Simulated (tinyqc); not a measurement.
# Input admittance of a MOSFET at zero drain bias: distributed channel and distributed gate, step by step

tinyqc, about 0.01 s, one thread, Intel Xeon 2.30GHz (shared host): `OMP_NUM_THREADS=1 python tinyqc.py 2262118 2262119 out.jsonl` Printed values are rounded.

Source and drain grounded, strong inversion, w = 2 pi f, Cox = eps0 eox/tox. The channel is an RC line of resistance 1/(mu Cox Vo) per square fed from both ends, so one finger has the intrinsic admittance y = i w Cox L tanh(g)/g per width, g = (1/2) sqrt(i w tau), tau = L^2/(mu Vo). The vertical resistance rv/L is in series with y, the overlaps 2 i w Cov in parallel: y_t = 1/(1/y + rv/L) + 2 i w Cov. The gate strip is a line of Rsh/L per length loaded by y_t, so a finger has Y = y_t Wf tanh(k)/k, k = (Wf/sd) sqrt(y_t Rsh/L); the device has Nf Y.

Parameters, values chosen for the exercise; values of the order met in silicon radio-frequency transistors:
- eox = 3.9 (relative permittivity of the gate insulator (close to silicon dioxide))
- tox = 3.1 nm (insulator thickness)
- L = 0.98 um (channel length)
- Wf = 1.7 um (finger width)
- Nf = 32 (number of fingers)
- mu = 160 cm^2/(V s) (channel mobility)
- Vo = 0.45 V (gate overdrive)
- Rsh = 4.9 ohm/square (sheet resistance of the gate)
- rv = 7 ohm um^2 (vertical resistivity of the gate stack)
- sd = 2 (number of ends at which a finger is contacted)
- Cov = 0.34 fF/um (overlap and fringe capacitance on each side)
- f = 4.5 GHz (frequency)

Constants: eps0 = 8.8541878128e-14 F/cm where lengths are in cm. Results are converted to the units shown.

## Low-frequency resistances and capacitance

Low-frequency limits, with c = Cox L and ct = c + 2 Cov: R_strip = Rsh Wf/(3 sd^2 L Nf), R_ch = (c/ct)^2 L/(12 mu Cox Vo Wf Nf), R_vert = (c/ct)^2 rv/(L Wf Nf), C = ct Wf Nf.

parts (ohm): strip 0.02213542, channel 16.58724, vertical 0.1163551
sum = 16.72573 ohm
C = 630.8418 fF
1/(2 pi R C) = 15.08393 GHz

The channel term is the largest, 99.2 % of the sum.

## Admittance of the channel and stack per width

tau, g, c = Cox L, y and y_t as defined.

tau = 133.3889 ps
g = 0.6866114+0.6866114i
c = 10.91636 fF/um
y = 84.8228+276.7219i uS/um
y_t = 85.3174+295.6124i uS/um

w tau = 3.77, and Im y is 0.897 of w c.

## Input impedance of the device

k and Y as defined; Z = 1/(Nf Y) = R + 1/(i w C); Q = |Im Z|/R; signal at the point farthest from a contact |1/cosh k|.

k = 0.02664297+0.02004093i
Nf Y = 4.64651+16.07801i mS
R = 16.58921 ohm
C = 616.1362 fF
Q = 3.460232
signal at the far point = 0.9998458

R is 0.82 % below its low-frequency limit and C is 2.3 % below its own.
